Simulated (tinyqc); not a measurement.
What moves the results: shallow acceptor in the spherical four-band model. A value that a table varies takes the place of the one given here.

The ground state 1S3/2 has an L = 0 part f(r) and an L = 2 part g(r). In units of Ry* and a*, with Gaussians f_i = exp(-a_i r^2), g_i = r^2 exp(-a_i r^2), A = a_i + a_j and I(n) = Gamma((n + 1)/2)/(2 A^((n + 1)/2)): S_ff = I(2), S_gg = I(6), H_ff = (6 a_i a_j/A) I(2) - 2 I(1), H_gg = (14 a_i a_j/A) I(6) - 2 I(5), H_fg = -mu [15 I(2) - 20 a_j I(4) + 4 a_j^2 I(6)]; each function is then normalised. The split-off band is left out.

Converged values use 22 exponents 2.2^i, i = -7 to 14, for f and for g.

Units Ry* = Ry/(g1 eps^2) and a* = a0 eps g1; mu = (6 g3 + 4 g2)/(5 g1) is the spherical heavy-light coupling and delta = (g3 - g2)/g1 the cubic term, which is left out.

Constants: Ry = 13.60569312 eV; a0 (Bohr radius) = 0.5291772105 angstrom.

Inputs chosen for the exercise (near those of a shallow acceptor in Ge; shifted at random, so the results belong to these values and not to a real crystal): mus = (0.14, 0.26, 0.47, 0.67, 0.71, 0.83, 0.9) (couplings); rc = 2.1 angstrom (radius of the central cell); Vs = (3, 1, 0, -1, -2, -3, -4) eV (central-cell strengths); g1 = 13.37 (Luttinger gamma1); g2 = 4.25 (gamma2); g3 = 5.66 (gamma3); eps = 16.3 (dielectric constant).

## Strength of the heavy-light coupling

Ry* = 3.8301 meV

Converged values in Ry* and a*; the heavy-mass hydrogen model gives 1/(1 - mu).

Results:
```
mu    binding (Ry*)  1/(1 - mu)  ratio  L = 2 weight  <r> (a*)  binding (meV)
0.14          1.018       1.163  0.875         0.008     1.478            3.9
0.26          1.065       1.351  0.788         0.029     1.423            4.1
0.47          1.254       1.887  0.665         0.097     1.237            4.8
0.67          1.727       3.030  0.570         0.203     0.933            6.6
0.71          1.906       3.448  0.553         0.230     0.853            7.3
0.83          2.966       5.882  0.504         0.324     0.568           11.4
0.90          4.768      10.000  0.477         0.388     0.363           18.3
```

How do the results move?

The binding starts as 1 + O(mu^2), 1.018 at mu = 0.14, since the coupling enters in second order, and reaches 4.77 at mu = 0.90. The ratio to the heavy-mass model falls from 0.88 to 0.48, towards about 0.44 as mu goes to 1: the bound hole is only partly heavy. The L = 2 weight grows to 0.39 and the radius shrinks by a factor 4.1.

## Central-cell correction

mu = 0.76230
a* = 115.324 angstrom

A short-range term V exp(-r^2/rc^2) is added (negative: attracts the hole); its elements are V S (A/(A + 1/rc^2))^(3/2) for f and ^(7/2) for g, in the same units.

Results:
```
V (eV)  1S binding (meV)  2S binding (meV)  <r> (angstrom)  L = 2 weight
3.0                  8.3              2.50            88.2         0.267
1.0                  8.4              2.53            86.3         0.268
0.0                  8.6              2.54            85.1         0.268
-1.0                 8.7              2.56            83.7         0.269
-2.0                 8.9              2.58            82.1         0.270
-3.0                 9.1              2.61            80.0         0.271
-4.0                 9.4              2.65            77.5         0.272
```

What does this show, and why?

From V = 0 to -4 eV the 1S binding grows by 0.9 meV (10 %) and the 2S binding by 0.11 meV, so the chemical shift sits mainly in the ground state. A repulsion of 3 eV removes 0.3 meV. The slope is 0.31 meV per eV over the last step against 0.10 on the repulsive side, since attraction pulls the state into the cell; over this range the level stays shallow.

## What each parameter does

Converged values. Each row changes one parameter from the base and keeps the others.

Results:
```
case           mu  Ry* (meV)  binding (meV)  <r> (angstrom)
base        0.762       3.83           8.56            85.1
g1 = 14.44  0.706       3.55           6.69           107.3
g2 = 3.61   0.724       3.83           7.59            95.0
g3 = 5.21   0.722       3.83           7.55            95.5
eps = 17.6  0.762       3.29           7.34            91.9
```

What can be read from the table?

The largest shifts from the base row, up to three for each result and ties (the steps differ in size, so this ranks the rows, not the parameters). mu: g1 -0.056, g3 -0.040, g2 -0.038; unchanged at the printed digits by eps. Ry* (meV): eps -0.54, g1 -0.28; unchanged at the printed digits by g2 and g3. binding (meV): g1 -1.87, eps -1.22, g3 -1.01. <r> (angstrom): g1 +22.2, g3 +10.4, g2 +9.9. g1 acts twice: it lowers Ry* and it lowers mu.

tinyqc: `OMP_NUM_THREADS=1 python tinyqc.py 1251640 1251641 out.jsonl`; about 0.09 s, one thread, shared Intel(R) Xeon(R) Processor @ 2.30GHz.
